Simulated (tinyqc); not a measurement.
MOS capacitor on an n-type substrate, surface potential from the exact charge relation: two steps of the calculation.

Uniform n-type substrate, Boltzmann statistics, full ionisation, classical densities. psi is the surface potential against the body (positive when the bands bend down) and u = -psi/Vt. Traps are spread evenly over the gap and neutral at flat band, so their charge is -q Dit psi; the minority quasi-Fermi level is shifted by Vb.

Values chosen for this exercise; band and dielectric values close to those of silicon: temperature T = 300 K; band gap Eg = 1.12 eV; relative permittivity eps_r = 11.5; conduction-band density of states at T Nc = 2.84e19 cm^-3; valence-band density of states at T Nv = 2.66e19 cm^-3; electron affinity chi = 4.05 eV; donor density of the substrate N = 3.1e16 cm^-3; relative permittivity of the gate insulator (close to aluminium oxide) eox = 9.03; insulator thickness tox = 13 nm; gate work function phiM = 4.22 eV; fixed charge at the interface, in units of q Nf = 0 cm^-2; density of interface traps Dit = 0 cm^-2 eV^-1; reverse bias of the inversion layer against the body Vb = 0 V.

Constants: q = 1.602176634e-19 C, kB = 1.380649e-23 J/K, Vt = kB T/q, eps0 = 8.8541878128e-14 F/cm where lengths are in cm. Results are converted to the units shown.

Problem 1. Flat band, threshold and scales. ni = sqrt(Nc Nv) exp(-Eg/(2 Vt)), Eg in volts; phiF = Vt ln(N/ni); Cox = eps0 eox/tox; Vfb = phiM - chi - Vt ln(Nc/N) - q Nf/Cox; Q0 = sqrt(2 eps0 eps_r q N Vt); r = (ni/N)^2 exp(-Vb/Vt); VT = Vfb - [(2 phiF + Vb)(1 + q Dit/Cox) + sqrt(2 eps0 eps_r q N (2 phiF + Vb))/Cox].

Find: ni; phiF; Cox; Vfb; Q0; r; VT.

Solution 1.

ni = 1.075e10 cm^-3
phiF = 0.3845 V
Cox = 0.6150 uF/cm^2
Vfb = -0.006315 V
Q0 = 16.17 nC/cm^2
r = 1.203e-13
VT = -0.9188 V

Problem 2. Charges, field and capacitances at the solution. u = -psi/Vt; F^2 = exp(-u) + u - 1 + r (exp(u) - u - 1); Qs = +sign(u) Q0 F; Cs = -dQs/dpsi = (Q0/Vt) |1 - exp(-u) + r (exp(u) - 1)|/(2 F). Low frequency: 1/C_LF = 1/Cox + 1/(Cs + q Dit). High frequency, in the simple estimate in which traps and minority carriers do not follow: 1/C_HF = 1/Cox + 1/Cd, Cd being Cs with r = 0 at the same psi. Minority sheet density N_inv = (Q0/(2 q)) int_0^u r (exp(t) - 1)/F(t) dt for u > 0. Oxide field |Qs - q Dit psi + q Nf|/(eps0 eox).

converged psi = -0.94065841 V

Give: Qs; N_inv; oxide field; Cs; C_LF/Cox; C_HF/Cox.

Solution 2.

Qs = 456.98 nC/cm^2
N_inv = 2.2709e12 cm^-2
oxide field = 0.57156 MV/cm
Cs = 8.4579 uF/cm^2
C_LF/Cox = 0.93221
C_HF/Cox = 0.078752

The surface is in strong inversion (borders at |psi| = 0, phiF + Vb and 2 phiF + Vb = 0.769 V). Minority carriers make up 79.6 % of Qs.

Program tinyqc, `OMP_NUM_THREADS=1 python tinyqc.py 2060013 2060014 out.jsonl`; Intel Xeon 2.30GHz, shared host, one thread, about 0.01 s.
